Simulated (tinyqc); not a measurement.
# IGBT as a p-i-n diode in series with a MOS channel, on-state and switching loss: effects of single changes

High injection (n = p) in a drift layer from x = -W/2 (anode) to +W/2 (cathode side), recombination only in the layer with lifetime tau, ideal emitters. The channel feeds the cathode side and carries the whole current. Auger recombination, carrier-carrier scattering, emitter losses and the carrier dip under the p body are left out.

Parameters, values chosen for the exercise; material values close to those of silicon: temperature T = 300 K; band gap Eg = 1.11 eV; conduction-band density of states at T Nc = 2.83e19 cm^-3; valence-band density of states at T Nv = 2.67e19 cm^-3; electron mobility mn = 1400 cm^2/(V s); hole mobility mp = 480 cm^2/(V s); width of the drift layer W = 70 um; doping of the drift layer Nd = 1.2e14 cm^-3; high-injection lifetime tau = 0.55 us; current density J = 30 A/cm^2; channel and accumulation resistance Rch = 2.8 mohm cm^2; link voltage Vdc = 400 V; turn-off energy per stored charge and link voltage ks = 0.1; switching frequency f = 1 kHz.

Constants: q = 1.602176634e-19 C, kB = 1.380649e-23 J/K, Vt = kB T/q. Results are converted to the units shown.

Each table varies one quantity; the others keep the values above.

## Effect of the channel and accumulation resistance

b = mn/mp, B = (b - 1)/(b + 1), La = sqrt(2 Vt mn mp tau/(mn + mp)), y = W/(2 La). n(x) = (tau J/(2 q La))[cosh(x/La)/sinh y - B sinh(x/La)/cosh y]. Vm = Vt [(8 b/(b + 1)^2)(sinh y/s) arctan(s sinh y) + B ln((1 + B tanh^2 y)/(1 - B tanh^2 y))], s = sqrt(1 - B^2 tanh^2 y); Vj = Vt ln(n(-W/2) n(W/2)/ni^2), ni = sqrt(Nc Nv) exp(-Eg/(2 Vt)), Eg in volts; Vc = J Rch; Von = Vm + Vj + Vc. Stored charge tau J, turn-off energy Eoff = ks tau J Vdc, loss at half duty 0.5 J Von + f Eoff. A unipolar device on the same layer has Vu = J (W/(q mn Nd) + Rch).

The same in every row: y = 1.098; Eoff (mJ/cm^2) = 0.6600.

Result of one run:
```
Rch (mohm cm^2)  Von (V)  Vu (V)  total loss (W/cm^2)
0.4               0.8049   7.814                12.73
```

What becomes of these results when the channel and accumulation resistance Rch is changed from 0.4 to 1.5 mohm cm^2, all else the same?

Result of the changed run:
```
Rch (mohm cm^2)  Von (V)  Vu (V)  total loss (W/cm^2)
1.5               0.8379   7.847                13.23
```

The whole series:
```
Rch (mohm cm^2)  Von (V)  Vu (V)  total loss (W/cm^2)
0.2               0.7989   7.808                12.64
0.4               0.8049   7.814                12.73
0.78              0.8163   7.825                12.90
1.5               0.8379   7.847                13.23
3.1               0.8859   7.895                13.95
6.1               0.9759   7.985                15.30
12                 1.153   8.162                17.95
```

As Rch goes from 0.2 to 12 mohm cm^2, Von rises from 0.799 to 1.15 V, Eoff stays at 0.660 mJ/cm^2 and the total loss rises from 12.6 to 18.0 W/cm^2. Von is below Vu in 7 of the 7 rows.

## Effect of the current density

Same model as above.

The same in every row: y = 1.0978.

Effect of the current density:
```
J (A/cm^2)  Von (V)    Vu (V)  Eoff (mJ/cm^2)  total loss (W/cm^2)
0.3         0.55562  0.078859       0.0066000             0.089943
0.76        0.60497   0.19978        0.016720              0.24661
1.9         0.65554   0.49944        0.041800              0.66456
4.8         0.71157    1.2617         0.10560               1.8134
12          0.77911    3.1544         0.26400               4.9387
31          0.88138    8.1487         0.68200               14.343
78           1.0607    20.503          1.7160               43.083
200          1.4510    52.573          4.4000               149.50
500          2.3383    131.43          11.000               595.59
```

As J goes from 0.3 to 500 A/cm^2, Von rises from 0.556 to 2.34 V, Eoff rises from 0.00660 to 11.0 mJ/cm^2 and the total loss rises from 0.0899 to 596 W/cm^2. Von is below Vu in 6 of the 9 rows. At low current the junction voltage makes the bipolar device the worse one. For J = 0.3 to 0.76 A/cm^2 the injected density falls below 5 Nd somewhere, so high injection is doubtful. At J = 500 A/cm^2 the density at the anode passes 2e17 cm^-3, where Auger recombination and emitter losses matter.

## Effect of the high-injection lifetime

Same model as above.

The same in every row: Vu (V) = 7.886.

Results:
```
tau (us)       y  Von (V)  Eoff (mJ/cm^2)  total loss (W/cm^2)
0.11       2.455    1.132          0.1320                17.11
0.29       1.512   0.9076          0.3480                13.96
0.48       1.175   0.8800          0.5760                13.78
0.78      0.9218   0.8745          0.9360                14.05
1.3       0.7140   0.8811           1.560                14.78
2.1       0.5618   0.8942           2.520                15.93
3.4       0.4415   0.9116           4.080                17.75
5.5       0.3472   0.9316           6.600                20.57
```

Estimate the missing row, tau = 0.18 us.

Computed row:
```
tau (us)      y  Von (V)  Eoff (mJ/cm^2)  total loss (W/cm^2)
0.18      1.919   0.9736          0.2160                14.82
```

With this row back in the table: As tau goes from 0.11 to 5.5 us, Von goes from 1.13 through a minimum of 0.874 (at tau = 0.78 us among the rows listed) to 0.932 V, Eoff rises from 0.132 to 6.60 mJ/cm^2 and the total loss goes from 17.1 through a minimum of 13.8 (at tau = 0.48 us among the rows listed) to 20.6 W/cm^2. Von is below Vu in 9 of the 9 rows. A short lifetime starves the middle of the layer, a long one stores charge, hence the minimum of the loss.

tinyqc, about 0.01 s, one thread, Intel Xeon 2.30GHz (shared host): `OMP_NUM_THREADS=1 python tinyqc.py 2590022 2590023 out.jsonl`
